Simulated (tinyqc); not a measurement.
# Radius from the resistance

Question. Two half-spaces of a free-electron metal (one valley, spin 2) meet through a circular opening of radius a in an insulating sheet. kF = (3 pi^2 n)^(1/3), resistivity rho = hbar kF/(n q^2 l). Maxwell: RM = rho/(2 a); Sharvin: RS = 4 rho l/(3 pi a^2); interpolation R = RS + gamma RM, gamma = (1 + 0.83 K)/(1 + 1.33 K), K = l/a. Find a.

Inputs (values chosen for the exercise): free-electron density n = 7.9e22 cm^-3; mean free path l = 4.1 nm.

Constants: q = 1.602176634e-19 C, hbar = 1.054571817e-34 J s. Results are converted to the units shown.

R = 7.4898902 ohm

Solution. R falls steadily as a grows, so there is one root, found by bisection.

a = 13.00 nm
K = 0.3154

Program tinyqc, `OMP_NUM_THREADS=1 python tinyqc.py 2760059 2760060 out.jsonl`; Intel Xeon 2.30GHz, shared host, one thread, about 0.01 s.
